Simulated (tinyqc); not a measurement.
Threshold of a short bulk MOSFET: charge sharing, barrier lowering, narrow width: one step of the calculation.

n-channel device on a p-type body, depletion approximation, full ionisation. Uniform doping N = Na. Vbi from Boltzmann statistics is rough for the degenerate source. Cox = eps0 eox/tox.

Question. Short-channel and narrow-width shifts. Charge sharing (trapezoid; it ignores Vds): F = (xj/L)(sqrt(1 + 2 Wd/xj) - 1), lowering = body term times F. Barrier lowering: th = exp(-L/(2 l)) + 2 exp(-L/l), lowering = th [2 (Vbi - 2 pB) + Vds], DIBL = th. Narrow width: rise = body term times xw Wd/W. VT by each model = VT0 - lowering + rise.

Parameters, values chosen for the exercise; band and dielectric values close to those of silicon: junction depth xj = 100 nm; drain-source voltage Vds = 1.2 V; gate width W = 340 nm; shape factor of the fringing depletion at the width edges xw = 1.5708; channel length L = 260 nm.

2 pB = 0.86457355 V
Wd = 83.949120 nm
body term = 0.10521698 V
VT0 = 0.049790523 V
Vbi = 1.0310023 V
l = 20.708235 nm

Find: F; lowering by charge sharing; th; lowering of the barrier; DIBL; narrow-width rise; VT, charge sharing; VT, barrier lowering.

Answer.

F = 0.24491
lowering by charge sharing = 25.768 mV
th = 0.0018848
lowering of the barrier = 2.8891 mV
DIBL = 1.8848 mV/V
narrow-width rise = 40.808 mV
VT, charge sharing = 0.064830 V
VT, barrier lowering = 0.087709 V

L is 12.6 scale lengths. The charge-sharing lowering is 8.92 times the barrier lowering; the first falls off as 1/L and the second exponentially. Both describe the same loss of gate control, so they are alternatives and are not added.

tinyqc, about 0.01 s, one thread, Intel Xeon 2.30GHz (shared host): `OMP_NUM_THREADS=1 python tinyqc.py 2002043 2002044 out.jsonl`
